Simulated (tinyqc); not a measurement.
Inside a calculation: two electrons on one impurity (helium-like model). Values are carried at full precision from step to step, so a last printed digit may differ when a step is redone from the rounded ones.

Units Ha* = 2 Ry m/eps^2 and a* = a0 eps/m. One electron is bound by Z^2/2. Two electrons in the singlet built from exp(-a r) and exp(-b r): S = 8 (ab)^(3/2)/(a + b)^3, h_aa = a^2/2 - Z a, h_bb alike, h_ab = S (ab/2 - Z (a + b)/2), J = ab (a^2 + 3ab + b^2)/(a + b)^3, K = 20 (ab)^3/(a + b)^5, E = (h_aa + h_bb + 2 S h_ab + J + K)/(1 + S^2). For a = b this is a^2 - 2 Z a + 5a/8. Real double donors are deeper, since the central cell is left out.

Constants: Ry = 13.60569312 eV; a0 (Bohr radius) = 0.5291772105 angstrom.

Values chosen for the exercise (near those of impurities in Ge; shifted at random, so the results belong to these values and not to a real crystal): m = 0.165 m0 (one mean mass); eps = 16 (dielectric constant); Z = 1 (effective charge (1: D- centre, 2: double donor; other values mimic a central cell)); ab = (0.97, 0.31) 1/a* (trial exponents a, b).

## Units and equal orbitals

Give Ha*, a*, the best common exponent Z - 5/16, E = -(Z - 5/16)^2, and the binding of the second electron -Z^2/2 - E.

Ha* = 17.539 meV
a* = 51.31 angstrom
exponent = 0.6875
E with equal orbitals = -0.47266 Ha*
binding of the second electron = -0.48 meV

With equal orbitals the second electron is not bound; this is a fault of the trial function, since unequal orbitals do bind it.

## Unequal orbitals

Evaluate the integrals and E.

S, h_aa, h_bb, h_ab, J, K: 0.62901  -0.49955  -0.26195  -0.30800  0.27804  0.15826

E = -0.51063 Ha*

This lies 0.0380 Ha* below the best equal-orbital value -(Z - 5/16)^2.

## The minimum over a and b

Give a, b, E, both binding energies and U, their difference.

a, b (1/a*): 1.039  0.283

E = -0.51330 Ha*

binding of the first and second electron (meV): 8.77  0.23

U = 8.54 meV

Letting one electron stay close and the other roam (decay lengths 49 and 181 angstrom) gains 0.71 meV. The exact value for Z = 1 is -0.52775, a binding of 0.49 meV, so this function recovers 48 % of it.

## Checks

- Minimum for Z = 1 against the known -0.51330: both -0.51330.
- Minimum for Z = 2 against the known -2.87566: both -2.87566.

tinyqc: `OMP_NUM_THREADS=1 python tinyqc.py 1252534 1252535 out.jsonl`; about 0.04 s, one thread, shared Intel(R) Xeon(R) Processor @ 2.30GHz.
